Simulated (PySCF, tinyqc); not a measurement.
Inside a calculation. Method: CCSD on RHF in the sto-6g basis, for H3-, spin multiplicity 1. The basis has no diffuse functions, so it cannot describe the extra electron: this is an exercise in the method, not the real anion. The lowest restricted solution is unstable here: a spin-polarised one lies 0.0802 hartree lower (PySCF). One step of it, computed by the program tinyqc.

Question. Integrals over molecular orbitals. (pq|rs) = sum C_ip C_jq C_kr C_ls (ij|kl), one index at a time.

coefficients C:
```
            MO1        MO2        MO3
1H 1s  0.457596  -0.571661   1.160093
2H 1s  0.457596  -0.571661  -1.160093
3H 1s  0.240815   1.299368   0.000000
```

core Hamiltonian H = T + V (hartree):
```
           1H 1s      2H 1s      3H 1s
1H 1s  -1.683938  -1.296264  -1.219740
2H 1s  -1.296264  -1.683938  -1.219740
3H 1s  -1.219740  -1.219740  -1.648943
```

Two-electron integrals (ij|kl) in chemists' order, unique and non-zero (hartree):
```
(11|11) 0.774999   (21|11) 0.417421   (21|21) 0.266585   (22|11) 0.552075
(22|21) 0.417421   (22|22) 0.774999   (31|11) 0.384841   (31|21) 0.228477
(31|22) 0.329933   (31|31) 0.231365   (32|11) 0.329933   (32|21) 0.228477
(32|22) 0.384841   (32|31) 0.215257   (32|32) 0.231365   (33|11) 0.530158
(33|21) 0.342773   (33|22) 0.530158   (33|31) 0.384841   (33|32) 0.384841
(33|33) 0.774999
```

Give: one-electron integrals over orbitals h = C^T H C; Two-electron integrals over orbitals.

Answer.

one-electron integrals over orbitals h = C^T H C (hartree):
```
         1        2        3
1  -1.8813  -0.0714   0.0000
2  -0.0714  -1.1078   0.0000
3   0.0000   0.0000  -1.0435
```

Two-electron integrals over orbitals (pq|rs), unique and non-zero (hartree):
```
(11|11) 0.6339    (21|11) -0.0322   (21|21) 0.1195    (22|11) 0.5767
(22|21) 0.1036    (22|22) 0.7246    (31|31) 0.1607    (32|31) -0.0759
(32|32) 0.0497    (33|11) 0.6296    (33|21) -0.0841   (33|22) 0.5189
(33|33) 0.6903
```
